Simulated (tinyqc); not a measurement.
Worked calculation: kinetics of strain relaxation and threading dislocations in mismatched semiconductor layers. Computed by tinyqc, a small Python program that keeps every step. Command: `OMP_NUM_THREADS=1 python tinyqc.py 3011120 3011121 out.jsonl threading walk`. One thread of a shared host (Intel(R) Xeon(R) Processor @ 2.30GHz), about 0.01 s of CPU time with the checks. Intermediate numbers are printed to about 7 digits and carried at full precision; extremes and crossings named in words are read from the listed rows.

60-degree dislocations on {111} planes of a (001) layer, isotropic elasticity. The Schmid factor is 1/sqrt(6), and a misfit segment relieves strain with b/2.

Inputs (values chosen for the exercise, modelled on Ge on Si):
```
quantity                                     value          unit
misfit f                                    0.0391             -
shear modulus G                               54.5           GPa
Poisson ratio nu                              0.26             -
Burgers vector b                                 4      angstrom
glide activation energy Q                     1.56            eV
velocity prefactor v0                        25000   m/s per MPa
layer thickness h                               19            nm
anneal temperature T                           761             K
anneal time t                                  160             s
initial thread density rho_0                 31000        1/cm^2
multiplication constant delta                21000           1/m
grading rate (misfit per thickness) R_f     0.0044  1/micrometre
growth temperature of the buffer T_g           833             K
growth rate R_g                               0.22          nm/s
reaction radius r_A                             78            nm
final thickness of a thick uniform layer H     1.6    micrometre
aspect ratio of a trench                       1.2             -
```

Sources: fixed density of threads.

Constants: k_B = 8.617333262e-05 eV/K.

## Excess stress and glide velocity at the start

Excess resolved stress tau = (1/sqrt 6) [2 G (1 + nu)/(1 - nu)] (e - e_eq), e_eq = b (1 - nu/4) [ln(h/b) + 1]/(4 pi (1 + nu) h), the Matthews-Blakeslee strain of an uncapped layer; glide velocity v = v0 tau exp(-Q/(k_B T)), tau in MPa.

equilibrium strain e_eq = 0.006042812

excess stress tau = 2504.699 MPa

mobility v/tau = 1.166073e-06 m/s per MPa

initial velocity = 2920.663 micrometre/s

The layer carries 6.5 times its equilibrium strain. In the anneal time a thread would run 470000 micrometre at this speed. Caution: at stresses above about 1 GPa the linear velocity law understates glide, as stress lowers the kink barrier. Caution: at such misfit the layer islands and relaxes during the first nanometres, so a uniform strained start is an idealisation.

## Relaxation in the anneal

Threads run in two directions, so de/dt = -(b/4) rho v, with rho fixed. With x = e - e_eq, x0 = f - e_eq (fully strained at t = 0) and v = m S x (m the mobility, S x = tau): x = x0 exp(-t/t_r), t_r = 4/(b rho_0 m S). The half time is that at which x = x0/2.

strain left e = 0.02737067

share of the excess strain relieved = 35.48195 %

thread density = 31000 1/cm^2

half time = 253.0744 s

Relaxation is under way. The misfit lines laid down are 0.017 micrometre apart. Caution: blocking of threads by crossing misfit lines, left out here, leaves real layers with more strain.

## Anneal temperature

The formulas are those given above.

After the time t:
```
T (K)  first velocity (micrometre/s)  relieved (%)  threads (1/cm^2)  half time (s)
648                     4.612074e+01       0.68962             31000   1.602630e+04
677                     1.526221e+02       2.26397             31000   4.842976e+03
712                     5.681787e+02       8.17185             31000   1.300902e+03
741                     1.536867e+03      20.59399             31000   4.809428e+02
776                     4.625757e+03      50.04574             31000   1.597890e+02
800                     9.313827e+03      75.27795             31000   7.935997e+01
833                     2.282735e+04      96.74535             31000   3.237980e+01
890                     9.181785e+04      99.99990             31000   8.050124e+00
```

The half time follows exp(Q/(k_B T)), a decade for each 77 K near 776 K. Relief goes from 21 % at 741 K to 75.3 % at 800 K: with a fixed density the onset is gradual, and more threads relax the layer sooner. Caution: rows with more than 50 % relieved leave out blocking by crossing misfit lines, which slows real layers.

## Graded buffer

In steady grading, strain is fed at R_f R_g and relieved at (b/4) rho v. As a glide-limited estimate, the driving stress is taken as the mean stress of the strained top zone, whose depth z solves R_f z/2 = e_eq(z), with strain R_f z at the surface; tau_g = S R_f z/2 is its mean; then rho = 4 R_f R_g/(b m tau_g), m = v0 exp(-Q/(k_B T_g)), S = (1/sqrt 6) 2 G (1 + nu)/(1 - nu), e_eq(z) = b (1 - nu/4) [ln(z/b) + 1]/(4 pi (1 + nu) z).

depth z of the strained zone = 285.0719 nm

stress tau_g = 47.51895 MPa

thread density of the buffer = 2235.160 1/cm^2

buffer thickness f/R_f = 8.886364 micrometre

Raising T_g by 50 K would lower this density by a factor 3.4: fast glide lets few threads do the work. Caution: real buffers seldom go below 1e5 /cm^2, as pile-ups and nucleation take over; this value is a lower bound.

## Thick uniform layer and trapping in a trench

A separate case, a thick relaxed layer. Pair reactions during growth: d rho/dh = -K rho^2 with K = 2 r_A tan(psi) and threads inclined by psi = 45 degrees (the <110> lines of {111} planes), so rho = 1/(K H) for a layer that starts with far more threads than that, as highly mismatched layers do. In a trench along [110] a thread on {111} rises at 54.74 degrees across the width, and leaves through the wall below the height w tan(54.74 degrees) = sqrt(2) w; the share of threads, evenly spread over the floor, that reach the top is max(0, 1 - a/sqrt 2) for the aspect ratio a.

thread density at H = 4.006410e+08 1/cm^2

share that reaches the top = 0.1514719

The trench is too shallow to trap all. Thickness alone needs 640 micrometre for 1e6 /cm^2.

Checks made by the program: strain against numerical integration (relative difference 1e-10).
